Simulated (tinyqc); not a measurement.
# IGBT as a p-i-n diode in series with a MOS channel, on-state and switching loss, step by step

Numbers from tinyqc (`OMP_NUM_THREADS=1 python tinyqc.py 2590111 2590112 out.jsonl`; about 0.01 s on one thread of a shared Intel Xeon 2.30GHz). Printed values are rounded.

High injection (n = p) in a drift layer from x = -W/2 (anode) to +W/2 (cathode side), recombination only in the layer with lifetime tau, ideal emitters. The channel feeds the cathode side and carries the whole current. Auger recombination, carrier-carrier scattering, emitter losses and the carrier dip under the p body are left out.

Values chosen for this exercise; material values close to those of silicon: temperature T = 350 K; band gap Eg = 1.14 eV; conduction-band density of states at T Nc = 3.5e19 cm^-3; valence-band density of states at T Nv = 3.33e19 cm^-3; electron mobility mn = 997 cm^2/(V s); hole mobility mp = 342 cm^2/(V s); width of the drift layer W = 60 um; doping of the drift layer Nd = 1.5e14 cm^-3; high-injection lifetime tau = 0.48 us; current density J = 150 A/cm^2; channel and accumulation resistance Rch = 3.2 mohm cm^2; link voltage Vdc = 400 V; turn-off energy per stored charge and link voltage ks = 0.11; switching frequency f = 1 kHz.

Constants: q = 1.602176634e-19 C, kB = 1.380649e-23 J/K, Vt = kB T/q. Results are converted to the units shown.

## Ambipolar length

b = mn/mp, B = (b - 1)/(b + 1), La = sqrt(2 Vt mn mp tau/(mn + mp)), y = W/(2 La).

b = 2.915205
B = 0.4891710
La = 27.15354 um
y = 1.104828

## Carrier profile

2 x/W, point 0 to 8: -1  -0.75  -0.5  -0.25  0  0.25  0.5  0.75  1

n(x) = (tau J/(2 q La))[cosh(x/La)/sinh y - B sinh(x/La)/cosh y]. x/La = (2 x/W) y.

n, point 0 to 8 (cm^-3): 1.356229e17  1.063583e17  8.525953e16  7.070669e16  6.158247e16  5.718634e16  5.718079e16  6.156538e16  7.067676e16

The density is 1.92 times higher at the anode than at the cathode side, since holes are the slower carriers; its smallest listed value is 381 times Nd.

## On-state voltage

n(x) = (tau J/(2 q La))[cosh(x/La)/sinh y - B sinh(x/La)/cosh y]. Vm = Vt [(8 b/(b + 1)^2)(sinh y/s) arctan(s sinh y) + B ln((1 + B tanh^2 y)/(1 - B tanh^2 y))], s = sqrt(1 - B^2 tanh^2 y); Vj = Vt ln(n(-W/2) n(W/2)/ni^2), ni = sqrt(Nc Nv) exp(-Eg/(2 Vt)), Eg in volts; Vc = J Rch; Von = Vm + Vj + Vc.

Vm = 0.06931409 V
Vj = 0.7868662 V
Vc = 0.48 V
Von = 1.336180 V

Vm does not depend on J, since the carrier density grows with it. Junctions, layer and channel take 59, 5.2 and 36 % of Von.

## Stored charge, losses and the unipolar alternative

Stored charge tau J, turn-off energy Eoff = ks tau J Vdc, loss at half duty 0.5 J Von + f Eoff. A unipolar device on the same layer has Vu = J (W/(q mn Nd) + Rch).

stored charge = 72 uC/cm^2
Eoff = 3.168 mJ/cm^2
conduction loss = 100.2135 W/cm^2
switching loss = 3.168 W/cm^2
Vu = 38.04174 V

Both losses would be equal at f = 31.6 kHz.
